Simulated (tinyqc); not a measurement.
# Which input was changed?

Model: oxide trap near a transistor channel: two-state multiphonon kinetics, telegraph noise and bias instability. Computed by tinyqc, a small Python program. Command: `OMP_NUM_THREADS=1 python tinyqc.py 3022848 3022849 out.jsonl oxidetrap which`. One thread of a shared host (Intel(R) Xeon(R) Processor @ 2.30GHz), about 0.06 s of CPU time with the checks.

An n-channel device under positive gate bias. The trap is empty (state 1) or holds an electron (state 2); both states are parabolas of equal curvature, and the electron reservoir is taken at the Fermi level of the channel.

Inputs (values chosen for the exercise, with an insulator like HfO2 on silicon):

| quantity | value | unit |
|---|---|---|
| insulator constant eps_ox | 21.8 | - |
| insulator thickness t_ox | 3 | nm |
| trap depth x from the interface | 1.1 | nm |
| tunnel barrier phi_b | 1.43 | eV |
| tunnelling mass m_ox | 0.18 | m_0 |
| trap level above E_F at zero field E_t | 0.16 | eV |
| relaxation energy E_R | 1.8 | eV |
| oxide field F | 2.1 | MV/cm |
| attempt rate k_0 at the interface | 1e+12 | 1/s |
| temperature T | 450 | K |
| channel width W | 82 | nm |
| channel length L | 19 | nm |
| frequency f | 3000 | Hz |
| stress time t_s | 6 | s |
| trap density N_t | 5.2e+18 | cm^-3 eV^-1 |
| mean capture barrier mu_c | 1.5 | eV |
| spread of the barriers s_c | 0.19 | eV |
| saturation shift dV_max | 36 | mV |

Parts treated: one trap and an ensemble.

Constants: hbar^2/(2 m_0) = 3.80998212 eV angstrom^2; k_B = 8.617333262e-05 eV/K; eps_0 = 8.8541878128e-12 F/m; e = 1.602176634e-19 C.

Method:
- kappa = sqrt(2 m_ox phi_b)/hbar = sqrt(m_ox phi_b/(hbar^2/2m_0)); attenuation length lambda = 1/(2 kappa); factor exp(-x/lambda) for a rectangular barrier.
- E_21 = E_t - e F x is the energy of state 2 over state 1; barriers E_c = (E_R + E_21)^2/(4 E_R), E_e = E_c - E_21; tau_c = exp(E_c/k_B T)/(k_0 P), tau_e = exp(E_e/k_B T)/(k_0 P), P the tunnelling factor; occupation f_2 = tau_e/(tau_c + tau_e); 1/tau_0 = 1/tau_c + 1/tau_e.
- McWhorter number fluctuations for traps uniform in depth and energy: S_V = e^2 k_B T N_t lambda/(W L C_ox^2 f), C_ox = eps_ox eps_0/t_ox. The number of traps within k_B T in energy and one decade in time is N_t k_B T lambda ln(10) W L.
- For a normal spread of capture barriers (given for the stress field, with depth and field not resolved, k_0 being taken as the effective rate of the ensemble), traps with barrier below k_B T ln(k_0 t) are filled: dV(t) = (dV_max/2) erfc((mu_c - k_B T ln(k_0 t))/(sqrt(2) s_c)); local exponent n = d ln dV/d ln t (central difference, factor 1.01 in t).

Problem. One of these inputs alone was changed, within the range given: trap depth x from the interface (0.55 to 2.2); tunnel barrier phi_b (0.715 to 2.86); stress time t_s (3 to 12); trap density N_t (2.6e+18 to 1.04e+19). Which one, and to what value?

Results:

| run | capture time tau_c (s) | 1/f noise S_V(f) (V^2/Hz) | shift after t_s (mV) |
|---|---|---|---|
| before | 1.359736e-05 | 5.146122e-11 | 1.058360 |
| after | 2.279147e-05 | 4.719801e-11 | 1.058360 |

Solution.

Each candidate set to reproduce capture time tau_c, and what it then gives:

| candidate | range searched | value needed | 1/f noise S_V(f) (V^2/Hz) | shift after t_s (mV) |
|---|---|---|---|---|
| trap depth x from the interface (nm) | 0.55 to 2.2 | 1.296 | 5.1461e-11 | 1.0584 |
| tunnel barrier phi_b (eV) | 0.715 to 2.86 | 1.700 | 4.7198e-11 | 1.0584 |
| stress time t_s (s) | 3 to 12 | no effect | - | - |
| trap density N_t (cm^-3 eV^-1) | 2.6e+18 to 1.04e+19 | no effect | - | - |

Only tunnel barrier phi_b fits every result: it went from 1.43 to 1.70 eV. The next best candidate, trap depth x from the interface, misses one result by 9.0 %.

Caution: N_t k_B T lambda ln(10) W L, the number of active traps per decade, is below one, so S_V is only the mean over many devices.
